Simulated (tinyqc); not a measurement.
Ion implantation: universal nuclear stopping, Lindhard-Scharff electronic stopping and a Gaussian range profile. From depth x_j where C falls to C_B back to dose Q. Computed by tinyqc, a small Python program. Command: `OMP_NUM_THREADS=1 python tinyqc.py 3010999 3011000 out.jsonl implant inv`. One thread of a shared host (Intel(R) Xeon(R) Processor @ 2.30GHz), about 0.3 s of CPU time with the checks.

An ion slows by elastic collisions with screened nuclei and by friction with electrons; channelling is ignored and the target is uniform.

Inputs (values chosen for the exercise, modelled on silicon ions in silicon): ion atomic number Z1 = 14; ion mass M1 = 28 u; target atomic number Z2 = 14; target mass M2 = 28.09 u; target density N = 49.94 1/nm^3; ion energy E = 9.2 keV; scale factor of electronic stopping k = 1.1; background C_B = 4.6e+16 1/cm^3.

Method:
- Reduced energy eps = 32.53 M2 E/(Z1 Z2 (M1 + M2)(Z1^0.23 + Z2^0.23)), E in keV; s_n = ln(1 + 1.1383 eps)/(2 (eps + 0.01321 eps^0.21226 + 0.19593 eps^0.5)) for eps up to 30 and ln(eps)/(2 eps) above; S_n = 8.462 Z1 Z2 M1 s_n/((M1 + M2)(Z1^0.23 + Z2^0.23)) in 1e-15 eV cm^2.
- S_e = k 3.83 Z1^(7/6) Z2/(Z1^(2/3) + Z2^(2/3))^(3/2) sqrt(E/M1) in 1e-15 eV cm^2, E in keV.
- Path length R = int_0^E dE'/(N (S_n + S_e)); energy lost to nuclei nu = int_0^E S_n/(S_n + S_e) dE' (both with E' = E y^3 and 64 Gauss-Legendre points in y).
- Estimates of Lindhard type: R_p = R/(1 + M2/(3 M1)), straggle dR_p = (2/3) R_p sqrt(M1 M2)/(M1 + M2).
- C(x) = C_p exp(-(x - R_p)^2/(2 dR_p^2)) with C_p = Q/(sqrt(2 pi) dR_p), 1 nm = 1e-7 cm; the profile falls to the background at x_j = R_p + dR_p sqrt(2 ln(C_p/C_B)); the peak atomic fraction is C_p/N.

Task: A run gave the result below. Find the dose Q, known to lie between 9.6e+12 and 2.6e+13 1/cm^2.

Depth x_j where C falls to C_B = 41.29892 nm

Result:

Each step takes the trial c = (a f_b - b f_a)/(f_b - f_a), f being the result less the target and a, b, c the logarithms of the listed values; c replaces end b, the old b replaces a if the sign of f changed, and otherwise f_a is halved.

Scan of the range:
```
dose Q (1/cm^2)  depth x_j where C falls to C_B (nm)
9.60e+12                                     40.6053
1.13e+13                                     40.9511
1.34e+13                                     41.3067
1.58e+13                                     41.6448
1.87e+13                                     41.9853
2.20e+13                                     42.3087
2.60e+13                                     42.6364
```

False position (Illinois rule, in the logarithm of the input) inside the bracket:
```
step        end a        end b        trial  depth x_j where C falls to C_B (nm)
1     1.13000e+13  1.34000e+13  1.33504e+13                              41.2990
2     1.13000e+13  1.33504e+13  1.33496e+13                              41.2989
3     1.33504e+13  1.33496e+13  1.33500e+13                              41.2989
```

Depth x_j where C falls to C_B rises at every point of a 13-point scan of the range (every second point is shown), so one value fits; it is bracketed by 1.13e13 and 1.34e13. Answer: dose Q = 1.335e13 1/cm^2.
